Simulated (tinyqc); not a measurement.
Two electrons on one impurity (helium-like model), step by step. Values are carried at full precision from step to step, so a last printed digit may differ when a step is redone from the rounded ones.

Units Ha* = 2 Ry m/eps^2 and a* = a0 eps/m. One electron is bound by Z^2/2. Two electrons in the singlet built from exp(-a r) and exp(-b r): S = 8 (ab)^(3/2)/(a + b)^3, h_aa = a^2/2 - Z a, h_bb alike, h_ab = S (ab/2 - Z (a + b)/2), J = ab (a^2 + 3ab + b^2)/(a + b)^3, K = 20 (ab)^3/(a + b)^5, E = (h_aa + h_bb + 2 S h_ab + J + K)/(1 + S^2). For a = b this is a^2 - 2 Z a + 5a/8. Real double donors are deeper, since the central cell is left out.

Constants: Ry = 13.60569312 eV; a0 (Bohr radius) = 0.5291772105 angstrom.

Values chosen for the exercise (near those of impurities in Si; the results hold for these values, not for the real material): m = 0.296 m0 (one mean mass); eps = 11.7 (dielectric constant); Z = 2 (effective charge (1: D- centre, 2: double donor; other values mimic a central cell)); ab = (2.04, 1.2) 1/a* (trial exponents a, b).

## Units and equal orbitals

Give Ha*, a*, the best common exponent Z - 5/16, E = -(Z - 5/16)^2, and the binding of the second electron -Z^2/2 - E.

Ha* = 58.840 meV
a* = 20.92 angstrom
exponent = 1.6875
E with equal orbitals = -2.84766 Ha*
binding of the second electron = 49.88 meV

The first electron is bound by 117.7 meV, 2.36 times as much as the second.

## Unequal orbitals

Evaluate the integrals and E.

S, h_aa, h_bb, h_ab, J, K: 0.90089  -1.99920  -1.68000  -1.81620  0.93175  0.82175

E = -2.86933 Ha*

This lies 0.0217 Ha* below the best equal-orbital value -(Z - 5/16)^2.

## The minimum over a and b

Give a, b, E, both binding energies and U, their difference.

a, b (1/a*): 2.183  1.189

E = -2.87566 Ha*

binding of the first and second electron (meV): 117.68  51.52

U = 66.16 meV

Letting one electron stay close and the other roam (decay lengths 10 and 18 angstrom) gains 1.65 meV. The exact value for Z = 2 is -2.90372, 1.65 meV lower.

## Checks

- Minimum for Z = 1 against the known -0.51330: both -0.51330.
- Minimum for Z = 2 against the known -2.87566: both -2.87566.

Run: tinyqc, `OMP_NUM_THREADS=1 python tinyqc.py 1250103 1250104 out.jsonl`; Intel(R) Xeon(R) Processor @ 2.30GHz, one thread, shared host; about 0.04 s of CPU time with all checks.
